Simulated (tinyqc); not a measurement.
Threshold and carrier lifetime from two turn-on delays.

Inverse problem. With a constant carrier lifetime tau, a current step from 0 to I reaches threshold after td = tau ln(I/(I - Ith)). Find Ith and tau.

turn-on delay for steps from 0 to 0.68 and to 1.4 mA (ns): 1.7344216  0.62042485

Answer. The ratio of the delays holds no tau and rises steadily with Ith, so it has one root below the smaller current.

Ith = 0.450 mA
tau = 1.60 ns

Program tinyqc, `OMP_NUM_THREADS=1 python tinyqc.py 2840035 2840036 out.jsonl`; Intel Xeon 2.30GHz, shared host, one thread, about 0.01 s.
